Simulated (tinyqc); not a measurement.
Landau-Devonshire theory of a uniaxial ferroelectric: one step, computed by the program tinyqc. Command: `OMP_NUM_THREADS=1 python tinyqc.py 3013837 3013838 out.jsonl ferro walk`. One thread of a shared host (Intel(R) Xeon(R) Processor @ 2.30GHz), about 0.01 s of CPU time with the checks.

G(P) = (alpha/2) P^2 + (beta*/4) P^4 + (gamma/6) P^6 - E P per volume, SI units, one domain, P along the polar axis, which is normal to the film.

Task: Coefficients at T. alpha = alpha_0 (T - T0*), with clamping: T0* = T0 + 4 Q12 u_m/(alpha_0 (s11 + s12)), beta* = beta + 4 Q12^2/(s11 + s12).

Inputs (values chosen for the exercise, for a model ferroelectric):
```
quantity                        value         unit
alpha_0                      2.74e+06  J m/(C^2 K)
Curie-Weiss temperature T0        620            K
beta                        -5.81e+08    J m^5/C^4
temperature T                     314            K
misfit strain u_m              -0.011            -
electrostriction Q12           -0.049      m^4/C^2
compliance s11 + s12          4.6e-12        m^2/N
```

Sample: epitaxial film.

Give: T0*; alpha; beta*.

Result:

T0* = 791.06 K

alpha = -1.3071e+09 J m/C^2

beta* = 1.5068e+09 J m^5/C^4

Compression raises T0 by 171 K. beta* > 0: the transition is of second order, although the free crystal has a first-order one.
